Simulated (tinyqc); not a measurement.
# Thermal, flicker and telegraph noise of a field-effect transistor, step by step

A worked calculation. Computed by tinyqc, a small Python program that keeps every step. Command: `OMP_NUM_THREADS=1 python tinyqc.py 3001267 3001268 out.jsonl noise walk`. One thread of a shared host (Intel(R) Xeon(R) Processor @ 2.30GHz), about 0.01 s of CPU time with the checks. Intermediate numbers are printed to about 6 digits and carried at full precision; extremes and crossings named in words are read from the listed rows.

Strong inversion, threshold roll-off and channel-length modulation left out; noise sources are uncorrelated and are given as one-sided spectral densities. The drain voltage is 50 mV.

Inputs (values chosen for the exercise, modelled on a high-k silicon transistor):

| quantity | value | unit |
|---|---|---|
| width W | 3.5 | micrometre |
| length L | 35 | nm |
| electrical oxide thickness t | 2.2 | nm |
| mobility mu | 180 | cm^2/(V s) |
| overdrive V_ov | 0.39 | V |
| oxide trap density N_t | 1.2e+18 | 1/(eV cm^3) |
| oxide barrier phi | 3.2 | eV |
| oxide mass m_ox | 0.37 | m_0 |
| Coulomb scattering coefficient alpha_sc | 4600 | V s/C |
| frequency f | 10000 | Hz |
| temperature T | 200 | K |

Operating region: linear. Flicker model: number with correlated mobility.

Constants: eps_0 = 8.8541878128e-12 F/m; hbar = 1.054571817e-34 J s; m_0 = 9.1093837015e-31 kg; e = 1.602176634e-19 C; k_B = 8.617333262e-05 eV/K; k_B = 1.380649e-23 J/K.

## Operating point

C_ox = 3.9 eps_0/t; I = mu C_ox (W/L) V_ov V_D; g_m = I/V_ov; g_d0 = I/V_D.

C_ox = 1.56961 microfarad/cm^2

drain current I = 550.932 microampere

g_m = 1412.65 microsiemens

g_d0 = 11018.6 microsiemens

## Flicker noise

Tunnelling length lambda = hbar/(2 sqrt(2 m_ox phi)); flat-band noise S_Vfb = e^2 k_B T lambda N_t/(W L C_ox^2 f). S_I = g_m^2 S_Vfb (1 + alpha_sc mu C_ox I/g_m)^2.

tunnelling length lambda = 0.896924 angstrom

S_Vfb = 1.57777e-13 V^2/Hz

flicker S_I = 7.14914e-19 A^2/Hz

flicker S_I/I^2 = 2.35536e-12 1/Hz

Caution: fewer than one trap per decade of time constant is active, so one device shows telegraph steps and the 1/f law is only a mean over many devices.

## Thermal noise and corner

Thermal: S_I = 4 k_B T g_d0; input-referred S_V = S_I/g_m^2; corner f_c where flicker equals thermal. Total input noise from 1 Hz to f_c: sqrt(S_V,thermal [f_c ln(f_c/1 Hz) + f_c - 1 Hz]).

thermal S_I = 1.21703e-22 A^2/Hz

input-referred thermal noise = 7.80939 nV/sqrt(Hz)

corner frequency f_c = 5.87425e+07 Hz

input noise up to f_c = 260.132 microvolt

full shot noise 2eI over thermal S_I = 1.45056

At f the noise is flicker dominated (f_c/f = 5870).

## How many traps?

Active traps per decade of time constant: N_dec = N_t k_B T W L lambda ln(10); a single trap at the interface shifts the threshold by e/(W L C_ox) and the current by g_m times that; tunnelling depth for frequency f, z = lambda ln(1/(2 pi f tau_0)), tau_0 = 1e-10 s.

traps per decade = 0.523229

threshold step of one trap = 0.0833266 mV

current step of one trap = 0.0213658 %

depth probed at f = 1.07430 nm

With fewer than one trap per decade the spectrum is not a smooth 1/f but a few Lorentzians, seen in time as telegraph steps, and S_Vfb is only the mean over many devices.

## Telling the models apart

The formulas are those given above.

Against the overdrive:

| V_ov (V) | I (microampere) | (g_m/I)^2 (1/V^2) | S_I/I^2 (1/Hz) | S_I/g_m^2 (V^2/Hz) |
|---|---|---|---|---|
| 0.20 | 282.53 | 25.0000 | 6.26143e-12 | 2.50457e-13 |
| 0.25 | 353.16 | 16.0000 | 4.43134e-12 | 2.76959e-13 |
| 0.32 | 452.05 | 9.7656 | 3.08886e-12 | 3.16299e-13 |
| 0.40 | 565.06 | 6.2500 | 2.27786e-12 | 3.64457e-13 |
| 0.50 | 706.32 | 4.0000 | 1.71781e-12 | 4.29452e-13 |
| 0.63 | 889.97 | 2.5195 | 1.31497e-12 | 5.21913e-13 |
| 0.80 | 1130.12 | 1.5625 | 1.02565e-12 | 6.56415e-13 |
| 1.00 | 1412.65 | 1.0000 | 8.34373e-13 | 8.34373e-13 |

S_I/I^2 falls as V_ov^-1.55 at first and V_ov^-0.92 at the end; (g_m/I)^2 as V_ov^-2.00 and V_ov^-2.00. The input-referred noise rises by a factor 3.33, because trapped charge also scatters, and that term grows with I/g_m.

Checks made by the program: g_m against a numerical derivative of I (relative difference below 1e-10).
